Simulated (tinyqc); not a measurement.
# Worked calculation: Schottky barrier on an n-type semiconductor with a doping step, non-linear Poisson equation by Newton steps

tinyqc, about 0.09 s, one thread, Intel Xeon 2.30GHz (shared host): `OMP_NUM_THREADS=1 python tinyqc.py 2020045 2020046 out.jsonl` Printed values are rounded; ~0 in a residual or rate marks an entry under 1e-11 of the largest of its column.

One dimension, metal at x = 0, donor density C(x) = N1 for x < x1 and Nd beyond. Energies are counted from the electron Fermi level of the semiconductor and the conduction-band edge is Ec = -psi, so n = Nc exp(psi/Vt); holes follow the Fermi level of the metal, at -V, so p = Nv exp((V - psi - Eg)/Vt). Ends: psi(0) = V - phiB and psi = Vt ln(Nd/Nc) deep inside. Boltzmann statistics, full ionisation, no current, no image force in the Poisson equation.

Parameters, values chosen for the exercise; band and dielectric values close to those of In0.53Ga0.47As: temperature T = 350 K; band gap Eg = 0.736 eV; relative permittivity eps_r = 14; conduction-band density of states at T Nc = 2.61e17 cm^-3; valence-band density of states at T Nv = 9.55e18 cm^-3; donor density deep in the semiconductor Nd = 4.5e16 cm^-3; barrier height phiB = 0.49 eV; bias of the metal against the semiconductor V = -4.5 V; depth of the doping step x1 = 240 nm; donor density above the step N1 = 4.5e15 cm^-3.

Constants: q = 1.602176634e-19 C, kB = 1.380649e-23 J/K, Vt = kB T/q, eps0 = 8.8541878128e-14 F/cm where lengths are in cm. Results are converted to the units shown.

## End potentials, built-in voltage, Debye length

psi_0 = V - phiB, psi_b = Vt ln(Nd/Nc), Vbi = phiB - Vt ln(Nc/Nd), LD = sqrt(eps0 eps_r Vt/(q Nd)), W = sqrt(2 eps0 eps_r (Vbi - V)/(q Nd)), hole density at the metal p_0 = Nv exp((phiB - Eg)/Vt).

psi_0 = -4.99 V
psi_b = -0.0530182 V
Vbi = 0.436982 V
LD = 22.7718 nm
W for uniform Nd = 412.024 nm
p_0 = 2.74005e15 cm^-3

The hole density at the metal is 0.061 times Nd.

## Doping on the mesh

| node | x (nm) |
|---|---|
| 0 | 0 |
| 1 | 30 |
| 2 | 66.5 |
| 3 | 111 |
| 4 | 165 |
| 5 | 231 |
| 6 | 311 |
| 7 | 408 |
| 8 | 526 |
| 9 | 670 |
| 10 | 845 |
| 11 | 1060 |

C = N1 for x < x1 and Nd beyond, taken at the nodes.

| node | donor density C (cm^-3) |
|---|---|
| 0 | 4.5e15 |
| 1 | 4.5e15 |
| 2 | 4.5e15 |
| 3 | 4.5e15 |
| 4 | 4.5e15 |
| 5 | 4.5e15 |
| 6 | 4.5e16 |
| 7 | 4.5e16 |
| 8 | 4.5e16 |
| 9 | 4.5e16 |
| 10 | 4.5e16 |
| 11 | 4.5e16 |

## Couplings between neighbouring nodes

a_i = eps0 eps_r/h_i for the interval from node i to i + 1, with h_i = x_(i+1) - x_i in cm.

| interval | coupling a_i (F/cm^2) |
|---|---|
| 0 | 4.13195e-7 |
| 1 | 3.39613e-7 |
| 2 | 2.78559e-7 |
| 3 | 2.29553e-7 |
| 4 | 1.87816e-7 |
| 5 | 1.54948e-7 |
| 6 | 1.27792e-7 |
| 7 | 1.05050e-7 |
| 8 | 8.60824e-8 |
| 9 | 7.08335e-8 |
| 10 | 5.76552e-8 |

## Starting potential

A straight line in x from psi_0 = V - phiB to psi_b = Vt ln(Nd/Nc).

| node | psi at the start (V) |
|---|---|
| 0 | -4.99000 |
| 1 | -4.85027 |
| 2 | -4.68027 |
| 3 | -4.47301 |
| 4 | -4.22151 |
| 5 | -3.91411 |
| 6 | -3.54151 |
| 7 | -3.08973 |
| 8 | -2.54014 |
| 9 | -1.86945 |
| 10 | -1.05439 |
| 11 | -0.05302 |

## Iteration 1: densities, residual and Jacobian diagonal

n_i = Nc exp(psi_i/Vt), p_i = Nv exp((V - psi_i - Eg)/Vt), rho_i = p_i - n_i + C_i, g_i = (n_i + p_i)/Vt. Box widths w_i = (h_(i-1) + h_i)/2 in cm. Residual F_i = a_i (psi_(i+1) - psi_i) - a_(i-1) (psi_i - psi_(i-1)) + q rho_i w_i; Jacobian: a_(i-1) and a_i beside the diagonal, b_i = -a_(i-1) - a_i - q g_i w_i on it. The two end nodes are fixed.

| node | n (cm^-3) | p (cm^-3) |
|---|---|---|
| 0 | 3.66271e-55 | 2.74005e15 |
| 1 | 3.76502e-53 | 2.66560e13 |
| 2 | 1.05598e-50 | 9.50396e10 |
| 3 | 1.01876e-47 | 9.85124e7 |
| 4 | 4.26194e-44 | 23548.1 |
| 5 | 1.13744e-39 | 0.882334 |
| 6 | 2.63735e-34 | 3.80535e-6 |
| 7 | 8.44343e-28 | 1.18862e-12 |
| 8 | 6.92223e-20 | 1.44983e-20 |
| 9 | 3.14539e-10 | 3.19071e-30 |
| 10 | 171.449 | 5.85367e-42 |
| 11 | 4.5e16 | 2.23023e-56 |

| node | residual F (C/cm^2) | diagonal b (F/cm^2) |
|---|---|---|
| 1 | 2.41146e-9 | -7.53279e-7 |
| 2 | 2.92003e-9 | -6.18173e-7 |
| 3 | 3.55082e-9 | -5.08112e-7 |
| 4 | 4.32588e-9 | -4.17369e-7 |
| 5 | 5.26315e-9 | -3.42764e-7 |
| 6 | 6.38067e-8 | -2.82741e-7 |
| 7 | 7.75053e-8 | -2.32842e-7 |
| 8 | 9.44483e-8 | -1.91132e-7 |
| 9 | 1.14996e-7 | -1.56916e-7 |
| 10 | 1.40591e-7 | -1.28489e-7 |

## Iteration 1: Newton step

Solve the tridiagonal system a_(i-1) d_(i-1) + b_i d_i + a_i d_(i+1) = -F_i for nodes 1 to 10, with d = 0 on fixed nodes. Half of the step is added while the largest |d| exceeds 1.5 Vt, the full step after that.

| node | Newton step d, before damping (V) |
|---|---|
| 1 | 0.54923 |
| 2 | 1.21112 |
| 3 | 2.00761 |
| 4 | 2.95867 |
| 5 | 4.09805 |
| 6 | 5.44514 |
| 7 | 6.57919 |
| 8 | 7.22096 |
| 9 | 6.90695 |
| 10 | 4.90187 |

| node | psi after iteration 1 (V) |
|---|---|
| 0 | -4.99000 |
| 1 | -4.57566 |
| 2 | -4.07471 |
| 3 | -3.46921 |
| 4 | -2.74217 |
| 5 | -1.86509 |
| 6 | -0.81894 |
| 7 | 0.19987 |
| 8 | 1.07034 |
| 9 | 1.58402 |
| 10 | 1.39655 |
| 11 | -0.05302 |

## Iteration 2: densities, residual and Jacobian diagonal

As before.

| node | n (cm^-3) | p (cm^-3) |
|---|---|---|
| 0 | 3.66271e-55 | 2.74005e15 |
| 1 | 3.38890e-49 | 2.96145e9 |
| 2 | 5.53812e-42 | 181.217 |
| 3 | 2.89906e-33 | 3.46183e-7 |
| 4 | 8.53336e-23 | 1.17609e-17 |
| 5 | 3.63556e-10 | 2.76052e-30 |
| 6 | 4.21157e5 | 2.38297e-45 |
| 7 | 1.97057e20 | 5.09296e-60 |
| 8 | 6.74295e32 | 1.48838e-72 |
| 9 | 1.68077e40 | 5.97110e-80 |
| 10 | 3.35750e37 | 2.98914e-77 |
| 11 | 4.5e16 | 2.23023e-56 |

| node | residual F (C/cm^2) | diagonal b (F/cm^2) |
|---|---|---|
| 1 | ~0 | -7.52808e-7 |
| 2 | ~0 | -6.18171e-7 |
| 3 | ~0 | -5.08112e-7 |
| 4 | ~0 | -4.17369e-7 |
| 5 | ~0 | -3.42764e-7 |
| 6 | ~0 | -2.82741e-7 |
| 7 | ~0 | -0.0112533 |
| 8 | -1.41524e9 | -4.69235e10 |
| 9 | -4.29515e16 | -1.42409e18 |
| 10 | -1.04896e14 | -3.47792e15 |

## Iteration 2: Newton step

As before.

| node | Newton step d, before damping (V) |
|---|---|
| 1 | 0.031069 |
| 2 | 0.064981 |
| 3 | 0.101080 |
| 4 | 0.137151 |
| 5 | 0.169722 |
| 6 | 0.192218 |
| 7 | -0.030155 |
| 8 | -0.030161 |
| 9 | -0.030161 |
| 10 | -0.030161 |

| node | psi after iteration 2 (V) |
|---|---|
| 0 | -4.99000 |
| 1 | -4.56012 |
| 2 | -4.04222 |
| 3 | -3.41867 |
| 4 | -2.67360 |
| 5 | -1.78023 |
| 6 | -0.72283 |
| 7 | 0.18479 |
| 8 | 1.05526 |
| 9 | 1.56894 |
| 10 | 1.38147 |
| 11 | -0.05302 |

## Course of the Newton iteration

Stop when the largest undamped |d| is below 1e-9 V, or after 80 iterations.

Course of the iteration:

| iteration | largest \|F\| (C/cm^2) | largest \|d\| (V) | at node |
|---|---|---|---|
| 1 | 1.41e-7 | 7.22 | 8 |
| 2 | 4.30e16 | 0.192 | 6 |
| 3 | 2.61e16 | 0.0846 | 6 |
| 4 | 1.58e16 | 0.0308 | 6 |
| 5 | 5.81e15 | 0.0302 | 9 |
| 6 | 2.14e15 | 0.0302 | 9 |
| 7 | 7.87e14 | 0.0302 | 9 |
| 8 | 2.89e14 | 0.0302 | 9 |
| 9 | 1.06e14 | 0.0302 | 9 |
| ... | ... | ... | ... |
| 53 | 8.24e-6 | 0.0298 | 9 |
| 54 | 3.00e-6 | 0.0292 | 9 |
| 55 | 1.08e-6 | 0.0274 | 9 |
| 56 | 3.68e-7 | 0.0231 | 9 |
| 57 | 1.10e-7 | 0.0147 | 9 |
| 58 | 2.24e-8 | 4.79e-3 | 9 |
| 59 | 1.63e-9 | 4.07e-4 | 9 |
| 60 | 1.05e-11 | 2.67e-6 | 9 |
| 61 | 4.48e-16 | 1.13e-10 | 9 |

Converged in 61 iterations. Once the step is below 0.1 Vt, 2 more iteration(s) reach the threshold: near the solution the error is roughly squared each time.

## Converged densities, field and barrier lowering

| node | converged psi (V) |
|---|---|
| 0 | -4.99000 |
| 1 | -4.57116 |
| 2 | -4.06864 |
| 3 | -3.46645 |
| 4 | -2.75118 |
| 5 | -1.89999 |
| 6 | -0.90221 |
| 7 | -0.19170 |
| 8 | -0.05774 |
| 9 | -0.05312 |
| 10 | -0.05302 |
| 11 | -0.05302 |

n and p as above; E_i = -(psi_(i+1) - psi_i)/h_i; at the metal |E_0| = |E on interval 0| + q rho_0 (h_0/2)/(eps0 eps_r), rho_0 = p_0 - n_0 + C_0; image-force lowering dphi = sqrt(q |E_0|/(4 pi eps0 eps_r)).

| node | n (cm^-3) | p (cm^-3) |
|---|---|---|
| 0 | 3.66271e-55 | 2.74005e15 |
| 1 | 3.93353e-49 | 2.55140e9 |
| 2 | 6.77381e-42 | 148.159 |
| 3 | 3.17633e-33 | 3.15963e-7 |
| 4 | 6.33019e-23 | 1.58543e-17 |
| 5 | 1.14295e-10 | 8.78079e-30 |
| 6 | 26633.2 | 3.76824e-44 |
| 7 | 4.53202e14 | 2.21447e-54 |
| 8 | 3.84843e16 | 2.60783e-56 |
| 9 | 4.48473e16 | 2.23782e-56 |
| 10 | 4.49977e16 | 2.23034e-56 |
| 11 | 4.5e16 | 2.23023e-56 |

| interval | field E (kV/cm) |
|---|---|
| 0 | -139.612 |
| 1 | -137.678 |
| 2 | -135.323 |
| 3 | -132.458 |
| 4 | -128.968 |
| 5 | -124.722 |
| 6 | -73.248 |
| 7 | -11.353 |
| 8 | -0.320 |
| 9 | -0.006 |
| 10 | 0.000 |

|E_0| at the metal = 141.016 kV/cm
image-force lowering = 38.0843 mV

A mesh of about 1000 nodes or more gives |E_0| = 147.6 kV/cm; the 12-node value is 4.5 % below it.
